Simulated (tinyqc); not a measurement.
Inside a calculation. Method: sp3 tight binding, zinc-blende lattice. Computed by tinyqc, a small Python program that keeps every step. Command: `OMP_NUM_THREADS=1 python tinyqc.py 29925 29926 out.jsonl` (the two numbers bound the seeds that draw the settings). One thread of a shared host (Intel(R) Xeon(R) Processor @ 2.60GHz), about 0.01 s of CPU time with the checks.

## Bloch Hamiltonian at k

Parameters chosen for this model: zinc-blende lattice, anion at 0, cation at a/4 (1,1,1); V = eta hbar^2 / (m d^2), hbar^2/m = 7.619964 eV angstrom^2:
```
parameter          value      unit
a               5.130000  angstrom
d               2.221355  angstrom
Es anion      -15.620000        eV
Ep anion       -5.880000        eV
Es cation     -15.620000        eV
Ep cation      -5.880000        eV
eta ss         -1.360000
eta sp          1.790000
eta pp sigma    3.100000
eta pp pi      -0.630000
V ss           -2.100177        eV
V sp            2.764203        eV
V pp sigma      4.787167        eV
V pp pi        -0.972876        eV
```

k point k (2 pi / a): [0.240000, 0.440000, -0.540000]

Slater-Koster rules over the four bonds with direction cosines (l, m, n): ss V_ss; s-px l V_sp; px-s -l V_sp; px-px l^2 V_pps + (1 - l^2) V_ppp; px-py l m (V_pps - V_ppp); each times exp(i k.d).

H(k) at k (eV), order a s, a px, a py, a pz, c s, c px, c py, c pz:
$$\begin{pmatrix}
-15.620000 & 0.000000 & 0.000000 & 0.000000 & -3.979979-1.478647i & 2.837931+1.197431i & 1.358219+2.501973i & -0.990601-3.430469i \\
0.000000 & -5.880000 & 0.000000 & 0.000000 & -2.837931-1.197431i & 1.794893+0.666841i & -1.191774-4.127135i & 1.634049+3.010078i \\
0.000000 & 0.000000 & -5.880000 & 0.000000 & -1.358219-2.501973i & -1.191774-4.127135i & 1.794893+0.666841i & 3.414263+1.440608i \\
0.000000 & 0.000000 & 0.000000 & -5.880000 & 0.990601+3.430469i & 1.634049+3.010078i & 3.414263+1.440608i & 1.794893+0.666841i \\
-3.979979+1.478647i & -2.837931+1.197431i & -1.358219+2.501973i & 0.990601-3.430469i & -15.620000 & 0.000000 & 0.000000 & 0.000000 \\
2.837931-1.197431i & 1.794893-0.666841i & -1.191774+4.127135i & 1.634049-3.010078i & 0.000000 & -5.880000 & 0.000000 & 0.000000 \\
1.358219-2.501973i & -1.191774+4.127135i & 1.794893-0.666841i & 3.414263-1.440608i & 0.000000 & 0.000000 & -5.880000 & 0.000000 \\
-0.990601+3.430469i & 1.634049-3.010078i & 3.414263-1.440608i & 1.794893-0.666841i & 0.000000 & 0.000000 & 0.000000 & -5.880000
\end{pmatrix}$$

## Levels at k

Diagonalise the Hermitian matrix.

eigenvalues (eV): [-21.424105, -16.486256, -12.347025, -11.651741, -5.387457, -0.631861, -0.031877, 1.440322]

weights |c|^2 of the basis functions, order a s, a px, a py, a pz, c s, c px, c py, c pz:
$$\begin{pmatrix}
0.461332 & 0.262670 & 0.016846 & 0.001506 & 0.220542 & 0.020552 & 0.002087 & 0.014465 \\
0.007861 & 0.088109 & 0.292234 & 0.011673 & 0.128624 & 0.173343 & 0.096270 & 0.201887 \\
0.011586 & 0.071468 & 0.088449 & 0.284560 & 0.046673 & 0.004203 & 0.340926 & 0.152135 \\
0.019221 & 0.077753 & 0.102471 & 0.202261 & 0.104161 & 0.301903 & 0.060717 & 0.131513 \\
0.461332 & 0.262670 & 0.016846 & 0.001506 & 0.220542 & 0.020552 & 0.002087 & 0.014465 \\
0.007861 & 0.088109 & 0.292234 & 0.011673 & 0.128624 & 0.173343 & 0.096270 & 0.201887 \\
0.011586 & 0.071468 & 0.088449 & 0.284560 & 0.046673 & 0.004203 & 0.340926 & 0.152135 \\
0.019221 & 0.077753 & 0.102471 & 0.202261 & 0.104161 & 0.301903 & 0.060717 & 0.131513
\end{pmatrix}$$

## Bloch Hamiltonian at G

k point G (2 pi / a): [0, 0, 0]

As before.

H(k) at G (eV), order a s, a px, a py, a pz, c s, c px, c py, c pz:
$$\begin{pmatrix}
-15.620000 & 0.000000 & 0.000000 & 0.000000 & -8.400707 & 0.000000 & 0.000000 & 0.000000 \\
0.000000 & -5.880000 & 0.000000 & 0.000000 & 0.000000 & 3.788554 & 0.000000 & 0.000000 \\
0.000000 & 0.000000 & -5.880000 & 0.000000 & 0.000000 & 0.000000 & 3.788554 & 0.000000 \\
0.000000 & 0.000000 & 0.000000 & -5.880000 & 0.000000 & 0.000000 & 0.000000 & 3.788554 \\
-8.400707 & 0.000000 & 0.000000 & 0.000000 & -15.620000 & 0.000000 & 0.000000 & 0.000000 \\
0.000000 & 3.788554 & 0.000000 & 0.000000 & 0.000000 & -5.880000 & 0.000000 & 0.000000 \\
0.000000 & 0.000000 & 3.788554 & 0.000000 & 0.000000 & 0.000000 & -5.880000 & 0.000000 \\
0.000000 & 0.000000 & 0.000000 & 3.788554 & 0.000000 & 0.000000 & 0.000000 & -5.880000
\end{pmatrix}$$

## Levels at G

As before.

eigenvalues (eV): [-24.020707, -9.668554, -9.668554, -9.668554, -7.219293, -2.091446, -2.091446, -2.091446]

## Bands along a path

The same steps at evenly spaced points between the labelled ones.

Bands along the path (eV):
```
k             band 1      band 2      band 3      band 4     band 5     band 6     band 7     band 8
L         -21.264070  -17.072490  -11.614306  -11.614306  -6.012938  -0.145694  -0.145694   1.349498
L-G 0.20  -21.726572  -16.346749  -11.457893  -11.457893  -5.998400  -0.302107  -0.302107   1.071722
L-G 0.40  -22.586843  -14.714110  -11.025931  -11.025931  -5.997505  -0.734069  -0.734069   0.298458
L-G 0.60  -23.350151  -12.737388  -10.435743  -10.435743  -6.147275  -1.324257  -1.324257  -0.765186
L-G 0.80  -23.848722  -10.777774   -9.895285   -9.895285  -6.657127  -1.864715  -1.864715  -1.716377
G         -24.020707   -9.668554   -9.668554   -9.668554  -7.219293  -2.091446  -2.091446  -2.091446
G-X 0.20  -23.790427  -10.736121  -10.194504  -10.194504  -6.377461  -2.095991  -1.565496  -1.565496
G-X 0.40  -23.110037  -12.637053  -11.336416  -11.336416  -5.131637  -2.121273  -0.423584  -0.423584
G-X 0.60  -22.010721  -14.717114  -12.480299  -12.480299  -4.071931  -2.200234   0.720299   0.720299
G-X 0.80  -20.543768  -16.803458  -13.277397  -13.277397  -3.271308  -2.381465   1.517397   1.517397
X         -18.779193  -18.779193  -13.560058  -13.560058  -2.720807  -2.720807   1.800058   1.800058
X-W 0.20  -18.779193  -18.779193  -13.560058  -13.560058  -2.720807  -2.720807   1.800058   1.800058
X-W 0.40  -18.779193  -18.779193  -13.560058  -13.560058  -2.720807  -2.720807   1.800058   1.800058
X-W 0.60  -18.779193  -18.779193  -13.560058  -13.560058  -2.720807  -2.720807   1.800058   1.800058
X-W 0.80  -18.779193  -18.779193  -13.560058  -13.560058  -2.720807  -2.720807   1.800058   1.800058
W         -18.779193  -18.779193  -13.560058  -13.560058  -2.720807  -2.720807   1.800058   1.800058
```

With 4 band(s) filled, the highest filled level on these points lies at G and the lowest empty one at G: a gap of 2.4493 eV, direct.
